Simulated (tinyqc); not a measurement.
## Germanium share from the critical thickness

Question. Critical thickness (Matthews-Blakeslee, 60-degree dislocations): h = bv (1 - nu/4)[ln(h/bv) + 1]/(4 pi e_par (1 + nu)), nu = c12/(c11 + c12). e_par = b1 x. Find e_par and x.

Values chosen for this exercise:
- b1 = 0.0418 (lattice mismatch per unit x)
- c11 = 168 GPa (elastic constant)
- c12 = 63.7 GPa (elastic constant)
- bv = 0.384 nm (Burgers vector)

critical thickness = 5.2054507 nm

Solution. For given h the relation is explicit in the strain.

e_par = 1.55 %
x = 0.370

Numbers from tinyqc (`OMP_NUM_THREADS=1 python tinyqc.py 2530016 2530017 out.jsonl`; about 0.01 s on one thread of a shared Intel Xeon 2.30GHz).
